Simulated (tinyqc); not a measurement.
# Counting rate against photon rate

True rate n = nph PDP (dark counts neglected); measured n/(1 + n td) for a non-paralysable detector, n exp(-n td) for a paralysable one.

Values chosen for this exercise:
- td = 20 ns (dead time)

PDP = 0.32

Result of one run:
```
n td	non-paralysable (1/s)	paralysable (1/s)
1.536	3.028e7	1.653e7
```

Which photon rate nph gave this result: 1.6e6, 3.6e6, 2.4e8, 5.4e8 or 1.2e9 1/s?

nph = 2.4e8 1/s.

The whole series:
```
nph (1/s)	n td	non-paralysable (1/s)	paralysable (1/s)
1.6e6	0.01024	5.068e5	5.068e5
3.6e6	0.02304	1.126e6	1.126e6
8.3e6	0.05312	2.522e6	2.519e6
1.9e7	0.1216	5.421e6	5.384e6
4.4e7	0.2816	1.099e7	1.062e7
1e8	0.6400	1.951e7	1.687e7
2.4e8	1.536	3.028e7	1.653e7
5.4e8	3.456	3.878e7	5.453e6
1.2e9	7.680	4.424e7	1.774e5
```

The non-paralysable rate climbs towards 1/td = 5.00e7 1/s and reaches 0.885 of it. The paralysable rate goes from 5.07e5 through a maximum of 1.69e7 (at nph = 1e8 1/s among the rows listed) to 1.77e5 1/s; its true maximum, 1/(e td) = 1.84e7 1/s, lies at n td = 1, so a measured rate below that has two possible causes.

Numbers from tinyqc (`OMP_NUM_THREADS=1 python tinyqc.py 2630111 2630112 out.jsonl`; about 0.01 s on one thread of a shared Intel Xeon 2.30GHz).
